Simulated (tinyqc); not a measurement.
Thermodynamics of metal silicides: hull, first phase, silicon consumed, nucleation and stability against SiO2: one step, computed by the program tinyqc. Command: `OMP_NUM_THREADS=1 python tinyqc.py 3024065 3024066 out.jsonl silphase walk`. One thread of a shared host (Intel(R) Xeon(R) Processor @ 2.30GHz), about 0.01 s of CPU time with the checks.

Entropies of formation of the solids are neglected, so heats stand for free energies. Si fractions: M2Si 0.3333, MSi 0.5000, MSi2 0.6667.

Problem. Which phases are stable. A phase is stable if it lies below every straight line between a phase on its left and one on its right (M and Si at zero). Distance = its heat less the lowest such line, negative for a stable phase.

Inputs (values chosen for the exercise, of the order of those of cobalt silicides for heats and volumes only): heat of formation of M2Si = -37.8 kJ/mol atoms; heat of formation of MSi = -47.6 kJ/mol atoms; heat of formation of MSi2 = -32.4 kJ/mol atoms.

Phases: M2Si, MSi, MSi2.

Give: distance to the lowest tie line.

Solution.

distance to the lowest tie line (kJ/mol atoms): M2Si -6.07, MSi -12.50, MSi2 -0.67

All three are stable.
